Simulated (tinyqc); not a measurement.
Inside a calculation. Model: floating body of a partially depleted SOI transistor: body voltage and kink.

Computed by the program tinyqc: `OMP_NUM_THREADS=1 python tinyqc.py 2182063 2182064 out.jsonl`, one thread of a shared Intel Xeon 2.30GHz, about 0.2 s for the whole run. Printed values are rounded.

Source at 0 V. Channel current Ic = 2 nf K Vt^2 [F(0) - F(Vd)](1 + la Vd), F(V) = ln^2(1 + exp((Vg - VT - nf V)/(2 nf Vt))), VT = VT0 - gb Vb. Saturation voltage Vs = 2 Vt sqrt(F(0)) + 3 Vt, excess Ve = (Vd - Vs + sqrt((Vd - Vs)^2 + 0.0004 V^2))/2, multiplication M1 = Ai Ve exp(-Bl/Ve). Each junction passes D(v) = J1 (exp(v/Vt) - 1) + J2 (exp(v/(2 Vt)) - 1). Bipolar current Ib = bb J1 (exp(Vb/Vt) - 1). The body settles where M1 (Ic + Ib) = D(Vb) + D(Vb - Vd) + Vb/Rb; drain current Id = (1 + M1)(Ic + Ib) - D(Vb - Vd).

Values chosen for this exercise; values of the order met in partially depleted silicon-on-insulator transistors:
- T = 300 K (temperature)
- VT0 = 0.43 V (threshold at zero body voltage)
- gb = 0.22 (fall of the threshold per volt of body voltage)
- nf = 1.42 (slope factor)
- K = 150 uA/(V^2 um) (gain factor per width)
- la = 0.07 1/V (channel-length modulation factor)
- Ai = 2.66 1/V (impact-ionisation prefactor)
- Bl = 7.5 V (impact-ionisation voltage)
- J1 = 7.1e-12 uA/um (diffusion saturation current of each junction)
- J2 = 1.3e-8 uA/um (recombination saturation current of each junction)
- bb = 0.5 (gain of the lateral bipolar transistor on the diffusion current)
- Rb = 1e9 kohm um (resistance of a weak body tie to the source (1e9 stands for no tie, and the term is then dropped))
- Vg = 0.64 V (gate voltage)
- Vd = 1.2 V (drain voltage)

Constants: q = 1.602176634e-19 C, kB = 1.380649e-23 J/K, Vt = kB T/q. Results are converted to the units shown.

Range of the model: The multiplication law is an empirical form chosen for the exercise; self-heating and capacitive coupling to the body are left out, and the linear laws are rough once Vb passes about 0.7 V or M1 about 0.1.

## Starting value

Vb = 0.61 V.

Vb at the start = 0.61 V

## Iteration 1: new Vb

Current into the body I_in = M1 (Ic + Ib) - D(Vb - Vd), current out I_out = D(Vb) + Vb/Rb; f = ln(I_in/I_out), s = df/dVb by central differences over 1e-5 V, Vb(new) = Vb - f/s.

Ic = 6.80957 uA/um
Ve = 0.879690 V
M1 = 4.64015e-4
I_in = 0.00318888 uA/um
I_out = 0.127276 uA/um
f = -3.68669
s = -38.4752 1/V
Vb after iteration 1 = 0.514180 V

## Iteration 2: new Vb

As before.

Ic = 6.01079 uA/um
Ve = 0.894376 V
M1 = 5.42657e-4
I_in = 0.00326265 uA/um
I_out = 0.00335486 uA/um
f = -0.0278698
s = -37.3748 1/V
Vb after iteration 2 = 0.513434 V

## Course of the iteration

Stop when the step is below 1e-10 V, or after 40 iterations.

Course of the iteration:
```
iteration  Vb before the step (V)   step (V)
1                            0.61    -0.0958
2                        0.514180   -7.46e-4
3                        0.513434   -2.15e-7
4                        0.513434  -1.81e-14
```

Converged in 4 iterations.

## Drain current with floating and with grounded body

converged Vb = 0.513434 V

Id and VT at the converged Vb, Id at Vb = 0, their ratio, and the bipolar share Ib/(Ic + Ib).

VT = 0.317044 V
Id, floating = 6.00954 uA/um
Id, grounded = 2.62715 uA/um
ratio = 2.28748
bipolar share = 0.0249425 %

The body rises to 0.513 V and lowers the threshold by 113 mV.
